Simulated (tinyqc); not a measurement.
Resistance of a source-drain extension with a graded tip: one step of the calculation.

y runs along the channel, the gate covers y > 0. The doping is N0 for y < y0 and N0 10^(-(y - y0)/la) beyond, uniform over the depth xj. Sheet conductance s(y) = q mu(N) max(N - Nch, 0) xj + (for y > 0) ma Cox Vo, with mu(N) = u0 + (u1 - u0)/(1 + (N/Nr)^au) and Cox = eps0 eox/tox. Current is taken as one-dimensional; depletion of the tip, spreading and the contact are left out. The metallurgical junction lies at yj, where N = Nch.

Problem. Resistance of the overlapped part. Midpoint rule on 8 equal steps from 0 to yj: R_ov = sum h/s(y), per width.

Inputs (values chosen for the exercise); mobility law close to that of holes in silicon:
```
symbol    value        unit                                                                 meaning
eox         3.9              relative permittivity of the gate insulator (close to silicon dioxide)
tox           3          nm                                                     insulator thickness
N0       2.8e20       cm^-3                        active doping of the extension far from the gate
la          5.8   nm/decade                                                      lateral abruptness
y0         -0.2          nm          position under the gate where the fall begins (gate edge at 0)
xj            9          nm                                                  depth of the extension
Nch      8.2e17       cm^-3                                                          channel doping
Vo         0.84           V                                                          gate overdrive
ma           76  cm^2/(V s)                                      mobility of the gate-induced layer
u1        470.5  cm^2/(V s)                                                  mobility at low doping
u0         44.9  cm^2/(V s)                                                 mobility at high doping
Nr      2.23e17       cm^-3                                                        reference doping
au        0.719                                                                            exponent
```

Constants: q = 1.602176634e-19 C, eps0 = 8.8541878128e-14 F/cm where lengths are in cm. Results are converted to the units shown.

Give: y; N; doped conductance; sheet resistance; R_ov.

Solution.

| point | y (nm) | N (cm^-3) | doped conductance (uS) | sheet resistance (ohm/square) |
|---|---|---|---|---|
| 0 | 0.90584 | 1.8051e20 | 1252.1 | 754.40 |
| 1 | 2.7175 | 8.7930e19 | 635.73 | 1410.0 |
| 2 | 4.5292 | 4.2833e19 | 329.52 | 2481.4 |
| 3 | 6.3409 | 2.0865e19 | 175.11 | 4022.6 |
| 4 | 8.1525 | 1.0164e19 | 95.077 | 5932.6 |
| 5 | 9.9642 | 4.9512e18 | 51.383 | 8008.6 |
| 6 | 11.776 | 2.4119e18 | 25.245 | 10129 |
| 7 | 13.588 | 1.1749e18 | 7.3591 | 12370 |

R_ov = 81.722 ohm um

Numbers from tinyqc (`OMP_NUM_THREADS=1 python tinyqc.py 2282243 2282244 out.jsonl`; about 0.03 s on one thread of a shared Intel Xeon 2.30GHz).
